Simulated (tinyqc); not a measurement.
Inside a calculation: Bethe-Salpeter matrix of a two-band square lattice (Tamm-Dancoff form). Values are carried at full precision from step to step, so a last printed digit may differ when a step is redone from the rounded ones.

One valence and one conduction band, lattice period 1, mesh k = 2 pi j/N along each axis (first index slowest). Pair energies D(k) = Eg + 2 t sum(1 - cos k), t = tc + tv. Screened attraction W(R) = U at R = 0 and V/|R| otherwise, R over the N x N cells with the nearest image; W(q) = sum_R W(R) cos(q R). H(k, k') = D(k) delta - W(k - k')/Nk + 2 J/Nk for singlets (J = 0 for triplets), Nk the number of k points. With a constant transition dipole the strength of a state is f = (sum_k A_k)^2/Nk, and the f sum to 1.

Inputs chosen for the exercise:
```
symbol  value  unit  meaning
Eg      5.9    eV    quasiparticle gap
tc      0.21   eV    conduction hopping
tv      0.08   eV    valence hopping
U       1.38   eV    attraction in the same cell
V       0      eV    attraction at one cell distance
J       0.59   eV    exchange in the same cell
N       3            k points along each axis
```

## Pair energies and the kernel

List D(k), W(R) and W(q) on the mesh.

Mesh values (eV):
```
index j  D(k_j)  W(R = j)  W(q_j)
j00      5.9000    1.3800  1.3800
j01      6.7700    0.0000  1.3800
j02      6.7700    0.0000  1.3800
j10      6.7700    0.0000  1.3800
j11      7.6400    0.0000  1.3800
j12      7.6400    0.0000  1.3800
j20      6.7700    0.0000  1.3800
j21      7.6400    0.0000  1.3800
j22      7.6400    0.0000  1.3800
```

## The singlet matrix

Fill in H.

H (eV), lower triangle:
```
         j00      j01      j02      j10      j11      j12      j20      j21     j22
j00   5.8778
j01  -0.0222   6.7478
j02  -0.0222  -0.0222   6.7478
j10  -0.0222  -0.0222  -0.0222   6.7478
j11  -0.0222  -0.0222  -0.0222  -0.0222   7.6178
j12  -0.0222  -0.0222  -0.0222  -0.0222  -0.0222   7.6178
j20  -0.0222  -0.0222  -0.0222  -0.0222  -0.0222  -0.0222   6.7478
j21  -0.0222  -0.0222  -0.0222  -0.0222  -0.0222  -0.0222  -0.0222   7.6178
j22  -0.0222  -0.0222  -0.0222  -0.0222  -0.0222  -0.0222  -0.0222  -0.0222  7.6178
```

## Exciton levels and strengths

Diagonalise. For the lowest state give the amplitudes A_k (norm 1, largest positive) and f = (sum_k A_k)^2/Nk, Nk the size of the matrix.

levels (eV): 5.8739  6.6751  6.7700  6.7700  6.7700  7.5610  7.6400  7.6400  7.6400

amplitudes of the lowest state: j00 0.998, j01 0.029, j02 0.029, j10 0.029, j11 0.015, j12 0.015, j20 0.029, j21 0.015, j22 0.015

f of the lowest state = 0.153

The lowest state lies 0.0261 eV below the gap Eg = 5.9 eV and holds 15 % of the strength, against 11 % for one free pair. On a fine mesh the triplet and singlet bindings are 0.4725 and 0.0006 eV.

## Spectrum with and without the kernel

Distinct levels with their degeneracy and summed f, for singlets, beside the sorted triplet levels and free pairs.

Singlets:
```
E (eV)  degeneracy       f
5.8739           1  0.1530
6.6751           1  0.5000
6.7700           3  0.0000
7.5610           1  0.3470
7.6400           3  0.0000
```

triplet levels (eV): 5.3725  6.2024  6.7700  6.7700  6.7700  7.3552  7.6400  7.6400  7.6400

free pairs (eV): 5.9000  6.7700  6.7700  6.7700  6.7700  7.6400  7.6400  7.6400  7.6400

6 of the 9 singlets are dark; those whose amplitude vanishes at R = 0 also feel neither U nor J. The lowest singlet lies 0.5014 eV above the lowest triplet; first order gives 2 J f = 0.8687 eV with the f of the triplet envelope. The centre of the spectrum, sum f E = 6.8600 eV, equals mean D - U + 2J = 6.8600 eV.

## Checks

- Levels from the matrix in the electron-hole distance R against those in k: they agree to 1e-10 or better.

(tinyqc, `OMP_NUM_THREADS=1 python tinyqc.py 1281008 1281009 out.jsonl`, Intel(R) Xeon(R) Processor @ 2.30GHz, 1 thread, shared host, about 1 s.)
